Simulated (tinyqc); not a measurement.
Formation energy of a charged point defect from supercell energies: one step, computed by the program tinyqc. Command: `OMP_NUM_THREADS=1 python tinyqc.py 3020594 3020595 out.jsonl formation walk`. One thread of a shared host (Intel(R) Xeon(R) Processor @ 2.30GHz), about 0.01 s of CPU time with the checks.

The host is a compound AB. Making the defect adds n_A = 0, n_B = -1, n_X = 1 atoms to the cell. All total energies are inputs. E_F is counted from the valence-band maximum (VBM); x = 0 is A-rich and x = 1 B-rich growth.

Question. Chemical potentials. dmu_A = x dH and dmu_B = (1 - x) dH, so that dmu_A + dmu_B = dH; mu = mu(element) + dmu. The impurity is held at its solubility limit: dmu_X = min(0, dH(AX) - dmu_A). The reservoir term is sum n_i mu_i.

Inputs (values chosen for the exercise, for a model compound AB):
```
quantity                      value  unit
mu_B of the pure element      -7.43    eV
formation enthalpy dH of AB   -1.06    eV
growth condition x             0.57     -
mu_X of the pure element     -1.885    eV
formation enthalpy of AX      -0.34    eV
```

Defect: impurity X on a B site. Supercell lattice: bcc.

Give: dmu_A; dmu_B; dmu_X; sum n_i mu_i.

Answer.

dmu_A = -0.6042 eV

dmu_B = -0.4558 eV

dmu_X = 0 eV

sum n_i mu_i = 6.0008 eV

Here the pure element X, not the compound, caps mu_X.
